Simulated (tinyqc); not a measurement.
Worked calculation: plane-wave Kohn-Sham cycle with exchange-only LDA in a layered model solid. Computed by tinyqc, a small Python program that keeps every step. Settings: points = 16, plane-wave index or count = 2, electrons = 2, k points = 3, area = 17.0, mixing = 0.5, iteration cap = 72, Kerker q0 = 1.1. Command: `OMP_NUM_THREADS=1 python tinyqc.py 31324 31325 out.jsonl` (the two numbers bound the seeds that draw the settings). One thread of a shared host (Intel(R) Xeon(R) Processor @ 2.60GHz), about 0.02 s of CPU time with the checks. Later iterations appear only in the table of the cycle.

## Iteration 1: potential

A solid whose potential varies along x alone (atomic units):
```
parameter                      value
period a                    7.900000
cross-section of the cell  17.000000
electrons per cell                 2
grid points                       16
plane waves -n..n, n               2
k points                           3
V1 in V1 cos(2 pi x/a)     -0.560000
V2 in V2 cos(4 pi x/a)      0.150000
```

density at the start, on the grid x_j = j a/N (e/bohr^3): [0.014892, 0.014892, 0.014892, 0.014892, 0.014892, 0.014892, 0.014892, 0.014892, 0.014892, 0.014892, 0.014892, 0.014892, 0.014892, 0.014892, 0.014892, 0.014892]

V_H(G) = 4 pi rho(G)/G^2 for G != 0 (uniform background); v_x = -(3 rho/pi)^(1/3); V = V_ext + V_H + v_x; Fourier components f(G_m) = (1/N) sum_j f(x_j) exp(-i G_m x_j).

Potentials on the grid (hartree):
```
x         V_ext     V_H      v_x        V
0.0000  -0.4100  0.0000  -0.2423  -0.6523
0.4938  -0.4113  0.0000  -0.2423  -0.6536
0.9875  -0.3960  0.0000  -0.2423  -0.6383
1.4812  -0.3204  0.0000  -0.2423  -0.5626
1.9750  -0.1500  0.0000  -0.2423  -0.3923
2.4688   0.1082  0.0000  -0.2423  -0.1340
2.9625   0.3960  0.0000  -0.2423   0.1537
3.4562   0.6234  0.0000  -0.2423   0.3812
3.9500   0.7100  0.0000  -0.2423   0.4677
4.4437   0.6234  0.0000  -0.2423   0.3812
4.9375   0.3960  0.0000  -0.2423   0.1537
5.4313   0.1082  0.0000  -0.2423  -0.1340
5.9250  -0.1500  0.0000  -0.2423  -0.3923
6.4188  -0.3204  0.0000  -0.2423  -0.5626
6.9125  -0.3960  0.0000  -0.2423  -0.6383
7.4062  -0.4113  0.0000  -0.2423  -0.6536
```

V(G_m), m = 0, 1, 2, ... (hartree): [-0.2423, -0.2800, 0.0750, 0.0000, 0.0000]

## Iteration 1: Hamiltonian at one k

k = 0.0000 2 pi / a

H(m,m') = (k + G_m)^2/2 delta + V(G_m - G_m'), with V(-G) = V(G).

H (hartree), order -2, -1, +0, +1, +2:
$$\begin{pmatrix}
1.0229 & -0.2800 & 0.0750 & 0.0000 & 0.0000 \\
-0.2800 & 0.0740 & -0.2800 & 0.0750 & 0.0000 \\
0.0750 & -0.2800 & -0.2423 & -0.2800 & 0.0750 \\
0.0000 & 0.0750 & -0.2800 & 0.0740 & -0.2800 \\
0.0000 & 0.0000 & 0.0750 & -0.2800 & 1.0229
\end{pmatrix}$$

## Iteration 1: levels at that k

Diagonalise the Hermitian matrix.

eigenvalues (hartree): [-0.4907, -0.0726, 0.2796, 1.0944, 1.1407]

## Iteration 1: new density

Motion across x is left out: the lowest 1 band(s) hold two electrons at each of the k points (j + 1/2)/nk - 1/2. Residual R = rho(out) - rho(in); rho(new) = rho(in) + 0.5 R, with R(G) scaled by G^2/(G^2 + 1.1^2) (Kerker). rho(out) = 2/(a A nk) sum |psi|^2 with psi = sum c exp(i G x). Harris energy E = band energy - dV sum rho (V_H/2 + v_x) + (3/4) dV sum rho v_x with rho(in), dV = a A/N, band energy = (2/nk) sum of the filled levels.

rho(out) (e/bohr^3): [0.041451, 0.037801, 0.028595, 0.017804, 0.009009, 0.003645, 0.001169, 0.000317, 0.000139, 0.000317, 0.001169, 0.003645, 0.009009, 0.017804, 0.028595, 0.037801]

density after iteration 1 (e/bohr^3): [0.020588, 0.019577, 0.017134, 0.014557, 0.012903, 0.012408, 0.012641, 0.013026, 0.013192, 0.013026, 0.012641, 0.012408, 0.012903, 0.014557, 0.017134, 0.019577]

energy per cell = -0.856670 hartree

## Iteration 2: potential

As before.

Potentials on the grid (hartree):
```
x         V_ext      V_H      v_x        V
0.0000  -0.4100   0.0788  -0.2699  -0.6011
0.4938  -0.4113   0.0703  -0.2654  -0.6064
0.9875  -0.3960   0.0479  -0.2539  -0.6020
1.4812  -0.3204   0.0186  -0.2404  -0.5422
1.9750  -0.1500  -0.0099  -0.2310  -0.3909
2.4688   0.1082  -0.0326  -0.2280  -0.1523
2.9625   0.3960  -0.0479  -0.2294   0.1187
3.4562   0.6234  -0.0563  -0.2317   0.3354
3.9500   0.7100  -0.0590  -0.2327   0.4184
4.4437   0.6234  -0.0563  -0.2317   0.3354
4.9375   0.3960  -0.0479  -0.2294   0.1187
5.4313   0.1082  -0.0326  -0.2280  -0.1523
5.9250  -0.1500  -0.0099  -0.2310  -0.3909
6.4188  -0.3204   0.0186  -0.2404  -0.5422
6.9125  -0.3960   0.0479  -0.2539  -0.6020
7.4062  -0.4113   0.0703  -0.2654  -0.6064
```

V(G_m), m = 0, 1, 2, ... (hartree): [-0.2414, -0.2548, 0.0749, 0.0000, 0.0001]

## Iteration 2: Hamiltonian at one k

k = 0.0000 2 pi / a

As before.

H (hartree), order -2, -1, +0, +1, +2:
$$\begin{pmatrix}
1.0238 & -0.2548 & 0.0749 & 0.0000 & 0.0001 \\
-0.2548 & 0.0749 & -0.2548 & 0.0749 & 0.0000 \\
0.0749 & -0.2548 & -0.2414 & -0.2548 & 0.0749 \\
0.0000 & 0.0749 & -0.2548 & 0.0749 & -0.2548 \\
0.0001 & 0.0000 & 0.0749 & -0.2548 & 1.0238
\end{pmatrix}$$

## Iteration 2: levels at that k

As before.

eigenvalues (hartree): [-0.4570, -0.0599, 0.2660, 1.0835, 1.1232]

## Iteration 2: new density

As before.

rho(out) (e/bohr^3): [0.040019, 0.036747, 0.028372, 0.018268, 0.009676, 0.004143, 0.001417, 0.000411, 0.000188, 0.000411, 0.001417, 0.004143, 0.009676, 0.018268, 0.028372, 0.036747]

density after iteration 2 (e/bohr^3): [0.024498, 0.022919, 0.019036, 0.014778, 0.011811, 0.010647, 0.010745, 0.011225, 0.011454, 0.011225, 0.010745, 0.010647, 0.011811, 0.014778, 0.019036, 0.022919]

energy per cell = -0.795805 hartree

## Convergence

Stop when sqrt(dV sum R^2) is below 1e-8, dV = a A/N.

Course of the cycle:
```
iteration  E (hartree)  norm of the residual
1            -0.856670              1.71e-01
2            -0.795805              1.34e-01
3            -0.756429              1.05e-01
4            -0.731869              8.31e-02
5            -0.716908              6.55e-02
6            -0.707970              5.17e-02
7            -0.702727              4.08e-02
8            -0.699705              3.21e-02
9            -0.697996              2.53e-02
10           -0.697050              1.99e-02
11           -0.696538              1.57e-02
...                ...                   ...
62           -0.696031              1.12e-07
63           -0.696031              8.91e-08
64           -0.696031              7.08e-08
65           -0.696031              5.62e-08
66           -0.696031              4.46e-08
67           -0.696031              3.54e-08
68           -0.696031              2.81e-08
69           -0.696031              2.23e-08
70           -0.696031              1.77e-08
71           -0.696031              1.40e-08
72           -0.696031              1.11e-08
```

Not converged within 72 iterations: the residual falls steadily but slowly, by a factor of about 0.79 a step. Reruns (cap 100 unless said): mixing 0.1: not converged; mixing 0.5, Kerker q0 1.0: converged in 64 (E = -0.69603); mixing 0.3, Pulay depth 5: converged in 10 (E = -0.69603); the original settings with a cap of 400: converged in 73 (E = -0.69603).
